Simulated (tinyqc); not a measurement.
Parabolic against non-parabolic filling: Fermi-Dirac statistics of conduction electrons.

Non-parabolic band E (1 + alpha E) = c k^2/m: n = Nc (2/sqrt(pi)) integral_0^infinity sqrt(x (1 + a x)) (1 + 2 a x) dx/(1 + exp(x - eta)) with a = alpha kT and eta = (EF - Ec)/kT; a = 0 gives n = Nc F_1/2(eta).

Constants: hbar^2/2m0 = 3.80998211 eV angstrom^2; kB = 8.617333262e-05 eV/K.

Parameters, chosen for this exercise (out of a larger set: near those of Si, lowest valleys alone; not measured data): m = 1.0626 m0 (density-of-states mass of the conduction band); T = 200 K; alpha = 0.5 1/eV (non-parabolicity).

N = 2 (m kB T/(4 pi c))^(3/2) with c = hbar^2/2m0, in 1/angstrom^3; times 1e24 for 1/cm^3. k_F = (3 pi^2 n)^(1/3) and the energy E0 that solves E (1 + alpha E) = c k_F^2/m give the limit of zero temperature.

EF - Ec (meV):

| n (1/cm^3) | parabolic | non-parabolic | non-parabolic, 0 K |
|---|---|---|---|
| 1.0e+18 | -46.2 | -46.8 | 3.4 |
| 6.0e+18 | -13.3 | -14.0 | 11.3 |
| 2.0e+19 | 13.0 | 12.0 | 25.0 |
| 7.0e+19 | 53.5 | 51.2 | 56.7 |
| 2.0e+20 | 115.2 | 108.3 | 111.2 |
| 7.0e+20 | 269.6 | 239.9 | 241.4 |

Non-parabolicity lowers EF by 0.6 meV at the lowest density and by 29.7 meV at the highest, where alpha (EF - Ec) = 0.12. Temperature lowers EF below its 0 K value by 50.2 meV at the lowest density and by 1.5 meV at the highest. EF enters the band between 6e+18 and 2e+19 1/cm^3.

tinyqc: `OMP_NUM_THREADS=1 python tinyqc.py 1680607 1680608 out.jsonl`; about 0.01 s, one thread, shared Intel(R) Xeon(R) Processor @ 2.30GHz.
